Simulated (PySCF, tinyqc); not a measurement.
Inside a calculation. Method: FCI on RHF in the sto-3g basis, for H4, spin multiplicity 1. The lowest restricted solution is unstable here: a spin-polarised one lies 0.0046 hartree lower (PySCF). One step of it, computed by the program tinyqc.

Question. FCI: determinants and Hamiltonian. Slater-Condon rules over spin orbitals, with the nuclear repulsion added and E(HF) subtracted on the diagonal. Only determinants linked to the reference directly or through others are kept (one block of an abelian symmetry group), so some states are absent.

one-electron integrals over orbitals h = C^T H C (hartree):
```
           1          2          3          4
1  -1.605150   0.000000   0.130965   0.000000
2   0.000000  -1.426823   0.000000  -0.106969
3   0.130965   0.000000  -1.162932   0.000000
4   0.000000  -0.106969   0.000000  -0.979231
```

Two-electron integrals over orbitals (pq|rs), unique and non-zero (hartree):
```
(11|11) 0.440807    (21|21) 0.171296    (22|11) 0.404852    (22|22) 0.417242
(31|11) -0.063918   (31|22) 0.008073    (31|31) 0.110747    (32|21) 0.083193
(32|32) 0.125260    (33|11) 0.409015    (33|22) 0.412504    (33|31) -0.001284
(33|33) 0.428225    (41|21) 0.033036    (41|32) -0.071730   (41|41) 0.097987
(42|11) 0.068692    (42|22) 0.002620    (42|31) -0.106634   (42|33) 0.000075
(42|42) 0.111705    (43|21) -0.167831   (43|32) -0.085810   (43|41) -0.031346
(43|43) 0.179225    (44|11) 0.460392    (44|22) 0.425708    (44|31) -0.067629
(44|33) 0.437082    (44|42) 0.074826    (44|44) 0.502052
```

nuclear repulsion = 1.89738464 hartree

Hartree-Fock energy = -2.03169830 hartree

Give: determinants; H - E(HF) between determinants.

Answer.

Occupation strings over the orbitals (2 doubly, a alpha, b beta, 0 empty; spin orbitals ordered 1a 1b 2a 2b ...): 2200 2a0b a2b0 2b0a b2a0 aabb 2020 abab 2002 abba baab 0220 baba 0202 bbaa a0b2 0a2b b0a2 0b2a 0022

H - E(HF) between determinants (hartree):
```
        2200    2a0b    a2b0    2b0a    b2a0    aabb    2020    abab
2200   0.000   0.000   0.000   0.000   0.000   0.035   0.125   0.072
2a0b   0.000   0.640   0.061  -0.112   0.107  -0.039  -0.086   0.083
a2b0   0.000   0.061   0.472   0.107  -0.111  -0.050  -0.083   0.086
2b0a   0.000  -0.112   0.107   0.640   0.061   0.000   0.086  -0.031
b2a0   0.000   0.107  -0.111   0.061   0.472   0.000   0.083  -0.033
aabb   0.035  -0.039  -0.050   0.000   0.000   0.954  -0.072  -0.125
2020   0.125  -0.086  -0.083   0.086   0.083  -0.072   0.677  -0.096
abab   0.072   0.083   0.086  -0.031  -0.033  -0.125  -0.096   1.082
2002   0.112   0.072   0.000  -0.072   0.000   0.107   0.179  -0.168
abba  -0.107   0.000  -0.069   0.076   0.000  -0.112   0.168  -0.179
baab  -0.107  -0.076   0.000   0.000   0.069  -0.111   0.168  -0.171
0220   0.111   0.000   0.063   0.000  -0.063   0.107   0.171  -0.168
baba   0.072   0.031   0.033  -0.083  -0.086  -0.098  -0.096   0.000
0202   0.098  -0.033  -0.031   0.033   0.031  -0.072   0.000  -0.096
bbaa   0.035   0.000   0.000   0.039   0.050   0.000  -0.072  -0.098
a0b2   0.000  -0.107   0.112   0.035   0.000  -0.004   0.031  -0.086
0a2b   0.000   0.111  -0.107   0.000   0.035   0.013   0.033  -0.083
b0a2   0.000   0.035   0.000  -0.107   0.112   0.000  -0.031   0.033
0b2a   0.000   0.000   0.035   0.111  -0.107   0.000  -0.033   0.031
0022   0.000   0.000   0.000   0.000   0.000   0.035   0.098   0.072

        2002    abba    baab    0220    baba    0202    bbaa    a0b2
2200   0.112  -0.107  -0.107   0.111   0.072   0.098   0.035   0.000
2a0b   0.072   0.000  -0.076   0.000   0.031  -0.033   0.000  -0.107
a2b0   0.000  -0.069   0.000   0.063   0.033  -0.031   0.000   0.112
2b0a  -0.072   0.076   0.000   0.000  -0.083   0.033   0.039   0.035
b2a0   0.000   0.000   0.069  -0.063  -0.086   0.031   0.050   0.000
aabb   0.107  -0.112  -0.111   0.107  -0.098  -0.072   0.000  -0.004
2020   0.179   0.168   0.168   0.171  -0.096   0.000  -0.072   0.031
abab  -0.168  -0.179  -0.171  -0.168   0.000  -0.096  -0.098  -0.086
2002   1.349   0.061   0.061   0.000  -0.168   0.171   0.107  -0.037
abba   0.061   1.081   0.000   0.061  -0.171   0.168  -0.111   0.122
baab   0.061   0.000   1.081   0.061  -0.179   0.168  -0.112   0.000
0220   0.000   0.061   0.061   0.995  -0.168   0.179   0.107   0.000
baba  -0.168  -0.171  -0.179  -0.168   1.082  -0.096  -0.125  -0.033
0202   0.171   0.168   0.168   0.179  -0.096   1.516  -0.072   0.083
bbaa   0.107  -0.111  -0.112   0.107  -0.125  -0.072   0.954   0.000
a0b2  -0.037   0.122   0.000   0.000  -0.033   0.083   0.000   1.631
0a2b   0.000   0.000   0.101  -0.018  -0.031   0.086   0.000   0.061
b0a2   0.037   0.000  -0.122   0.000   0.086  -0.083   0.004  -0.111
0b2a   0.000  -0.101   0.000   0.018   0.083  -0.086  -0.013   0.107
0022   0.111  -0.107  -0.107   0.112   0.072   0.125   0.035   0.026

        0a2b    b0a2    0b2a    0022
2200   0.000   0.000   0.000   0.000
2a0b   0.111   0.035   0.000   0.000
a2b0  -0.107   0.000   0.035   0.000
2b0a   0.000  -0.107   0.111   0.000
b2a0   0.035   0.112  -0.107   0.000
aabb   0.013   0.000   0.000   0.035
2020   0.033  -0.031  -0.033   0.098
abab  -0.083   0.033   0.031   0.072
2002   0.000   0.037   0.000   0.111
abba   0.000   0.000  -0.101  -0.107
baab   0.101  -0.122   0.000  -0.107
0220  -0.018   0.000   0.018   0.112
baba  -0.031   0.086   0.083   0.072
0202   0.086  -0.083  -0.086   0.125
bbaa   0.000   0.004  -0.013   0.035
a0b2   0.061  -0.111   0.107   0.026
0a2b   1.446   0.107  -0.112   0.054
b0a2   0.107   1.631   0.061  -0.026
0b2a  -0.112   0.061   1.446  -0.054
0022   0.054  -0.026  -0.054   1.965
```
